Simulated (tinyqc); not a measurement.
From results back to parameters: alloy A(1-x)B(x) by interpolation with bowing. Five cases, with inputs chosen for the exercise.

Problem. An unstrained alloy A(1-x)B(x) follows Vegard, a(x) = (1 - x) a_A + x a_B, and E(x) = (1 - x) E_A + x E_B - C x (1 - x) at Gamma. Its lattice constant and gap are given.

Case 1.

Values chosen (out of a larger set: A near InAs, B near InSb; not measured data): a = (6.052, 6.487) angstrom (lattice constant of A, B); Eg = (0.413, 0.232) eV (gap at Gamma to the s-like level of A, B).

a(x) = 6.317350 angstrom
gap at Gamma = 0.149145 eV

Case 2.

Values chosen (out of a larger set: A near Si, B near Ge; not measured data): a = (5.433, 5.654) angstrom (lattice constant of A, B); Eg = (4.129, 0.885) eV (gap at Gamma to the s-like level of A, B).

a(x) = 5.638530 angstrom
gap at Gamma = 1.094308 eV

Case 3.

Values chosen (out of a larger set: A near GaP, B near InP; not measured data): a = (5.448, 5.864) angstrom (lattice constant of A, B); Eg = (2.918, 1.439) eV (gap at Gamma to the s-like level of A, B).

a(x) = 5.506240 angstrom
gap at Gamma = 2.621122 eV

Case 4.

Values chosen (out of a larger set: A near InAs, B near AlAs; not measured data): a = (6.06, 5.668) angstrom (lattice constant of A, B); Eg = (0.412, 3.125) eV (gap at Gamma to the s-like level of A, B).

a(x) = 6.028640 angstrom
gap at Gamma = 0.565523 eV

Case 5.

Values chosen (out of a larger set: A near AlAs, B near InAs; not measured data): a = (5.657, 6.057) angstrom (lattice constant of A, B); Eg = (3.096, 0.411) eV (gap at Gamma to the s-like level of A, B).

a(x) = 5.837000 angstrom
gap at Gamma = 1.691235 eV

Find: x; linear part of the gap; C.

Solution. x = (a - a_A)/(a_B - a_A); the bowing is the shortfall against the linear part divided by x (1 - x).

Case 1.

x = 0.610
linear part of the gap = 0.3026 eV
C = 0.645 eV

Case 2.

x = 0.930
linear part of the gap = 1.1121 eV
C = 0.273 eV

Case 3.

x = 0.140
linear part of the gap = 2.7109 eV
C = 0.746 eV

Case 4.

x = 0.080
linear part of the gap = 0.6290 eV
C = 0.863 eV

Case 5.

x = 0.450
linear part of the gap = 1.8878 eV
C = 0.794 eV

Computed by tinyqc, one run a case: `OMP_NUM_THREADS=1 python tinyqc.py N N+1 out.jsonl` with N = 1080195, 1080209, 1080212, 1080214, 1080224; one thread of a shared Intel(R) Xeon(R) Processor @ 2.30GHz, about 0.01 s a run at most.
